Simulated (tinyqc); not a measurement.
Debye-Callaway model of lattice thermal conductivity: one step, computed by the program tinyqc.

Three acoustic branches with one velocity v, cut at omega_D = k_B Theta/hbar; x = hbar omega/(k_B T). v and Theta are separate inputs: Theta cuts off the heat-carrying modes, so C need not reach 3 k_B/V. gamma is an effective value that sets the umklapp rate. Heat flows along the film.

Task: The integrand on a coarse grid. Rates: point defects A omega^4; umklapp B omega^2 T exp(-Theta/(b T)) with B = hbar gamma^2/(M v^2 Theta); normal processes f_N B omega^2 T (T/Theta)^2. Film: the bulk time tau of each mode, from the resistive rates above, is multiplied by the Fuchs-Sondheimer factor F = (3/2) int_0^1 (1 - u^2) [1 - (1 - p) (u/d) (1 - E)/(1 - p E)] du, with E = exp(-d/u), d = t/(v tau), by 48 Gauss-Legendre points in z with u = z^4; the boundary rate is defined as 1/(F tau) - 1/tau. x runs in ten equal steps to min(Theta/T, 12); g = x^4 e^x/(e^x - 1)^2; tau_C is the inverse of all rates summed; the last column is c tau_C g with c = (k_B/(2 pi^2 v)) (k_B T/hbar)^3.

Inputs (values chosen for the exercise, modelled on sodium chloride): sound velocity v = 2790 m/s; Debye temperature Theta = 291 K; mean atomic mass M = 29.2 u; effective Grueneisen parameter gamma = 2.51; umklapp exponent divisor b = 3; film thickness t = 0.082 micrometre; specularity p = 0; normal-process factor f_N = 4.5; temperature T = 300 K.

Sample: film. Point defects: isotopes. Normal processes: included.

Rayleigh coefficient A = 1.887789e-44 s^3

Constants: k_B = 1.380649e-23 J/K; hbar = 1.054571817e-34 J s; u = 1.6605390666e-27 kg.

Give: Integrand.

Result:

Integrand:
```
x           g  tau_C (s)  c tau_C g (W/(m K))
0.097  0.0094  6.222e-12               0.8886
0.194  0.0375  1.680e-12               0.9576
0.291  0.0841  7.579e-13               0.9680
0.388  0.1487  4.283e-13               0.9671
0.485  0.2307  2.746e-13               0.9621
0.582  0.3293  1.909e-13               0.9547
0.679  0.4437  1.403e-13               0.9454
0.776  0.5728  1.074e-13               0.9344
0.873  0.7155  8.484e-14               0.9220
0.970  0.8705  6.870e-14               0.9083
```

Among these rows the integrand is largest at x = 0.29.
